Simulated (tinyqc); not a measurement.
One anharmonic mode: perturbation theory, self-consistent phonons and exact levels: one step, computed by the program tinyqc.

V(x) = k x^2/2 + b x^4 for one coordinate x of mass M. A constant K > 0 gives hbar Omega = sqrt((hbar^2/u) K/M) with K in eV/angstrom^2 and M in u.

Problem. Hamiltonian in a small basis. Basis: oscillator states n of the constant |k|, with x = s (a + a+), s^2 = hbar Omega/(2|k|); H = hbar Omega (n + 1/2) + (k - |k|) x^2/2 + b x^4, with exact matrix elements of x^2 and x^4.

Inputs (values chosen for the exercise, for a model mode): mode mass M = 118 u; harmonic constant k = 1.74 eV/angstrom^2; quartic constant b = 51.5 eV/angstrom^4; basis size N of the small matrix = 5.

Shape: single well.

Constants: hbar^2/u = 4.18015928e-03 eV angstrom^2.

Give: H.

Solution.

H (meV):
$$\begin{pmatrix}
4.712 & 0.000 & 2.224 & 0.000 & 1.284 \\
0.000 & 15.709 & 0.000 & 6.421 & 0.000 \\
2.224 & 0.000 & 29.851 & 0.000 & 12.712 \\
0.000 & 6.421 & 0.000 & 47.138 & 0.000 \\
1.284 & 0.000 & 12.712 & 0.000 & 67.571
\end{pmatrix}$$
